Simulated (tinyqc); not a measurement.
# Worked calculation: octagonal on-chip spiral inductor, lumped pi model

tinyqc, about 0.01 s, one thread, Intel Xeon 2.30GHz (shared host): `OMP_NUM_THREADS=1 python tinyqc.py 2302155 2302156 out.jsonl` Printed values are rounded.

Outer diameter do = di + 2 n wd + 2 (n - 1) sp, mean da = (do + di)/2, fill p = (do - di)/(do + di), length l = 3.314 n da. L = 2.25 mu0 n^2 da/(1 + 3.55 p), mu0 = 4 pi 1e-7 H/m. Rs = rho l/(wd delta (1 - exp(-th/delta))), delta = sqrt(rho/(pi f mu0)). Cs = n wd^2 eps0 eo/hu across the coil. At each end Cox = l wd eps0 eo/(2 ho) leads to the substrate branch Rsi = 2 rs he/(l wd) in parallel with Csi = l wd eps0 11.7/(2 he). With one end grounded Y = 1/(Rs + i w L) + i w Cs + 1/[1/(i w Cox) + 1/(1/Rsi + i w Csi)], w = 2 pi f; Q = -Im Y/Re Y. Eddy currents in neighbouring turns and in the substrate are left out.

Values chosen for this exercise; values of the order met in silicon radio-frequency processes:
- n = 2.5 (number of turns)
- wd = 6 um (line width)
- sp = 2 um (space between turns)
- di = 140 um (inner diameter)
- th = 2 um (metal thickness)
- rho = 3 uohm cm (metal resistivity)
- ho = 5.4 um (oxide below the coil)
- hu = 1.3 um (oxide between coil and underpass)
- eo = 3.9 (relative permittivity of the oxide)
- rs = 20 ohm cm (substrate resistivity)
- he = 30 um (effective spreading depth in the substrate)
- f = 3.4 GHz (frequency)

Constants: eps0 = 8.8541878128e-12 F/m. Results are converted to the units shown.

## Geometry and model elements

do, l, L, delta, Rs, Cs, Cox, Rsi and Csi as defined.

do = 176 um
l = 1309.03 um
L = 1.98806 nH
delta = 1.49500 um
Rs = 5.93570 ohm
Cs = 2.39063 fF
Cox = 25.1125 fF
Rsi = 1527.85 ohm
Csi = 13.5608 fF

Rs is 1.81 times the direct-current value in this empirical form, which overstates the skin effect of a flat slab when delta is near th and so stands in for some current crowding.

## Admittance, quality factor and apparent inductance

Series branch 1/(Rs + i w L), substrate branch, total Y, Q = -Im Y/Re Y, apparent inductance Im(1/Y)/w, metal-only value w L/Rs, share of the loss in the substrate Re(substrate branch)/Re Y.

series branch = 3.2277-23.0946i mS
substrate branch = 0.169560+0.322445i mS
Y = 3.3973-22.7211i mS
Q = 6.68805
apparent inductance = 2.01516 nH
w L/Rs = 7.15511
share of the loss in the substrate = 4.99108 %

Q is 93.5 % of the metal-only value.
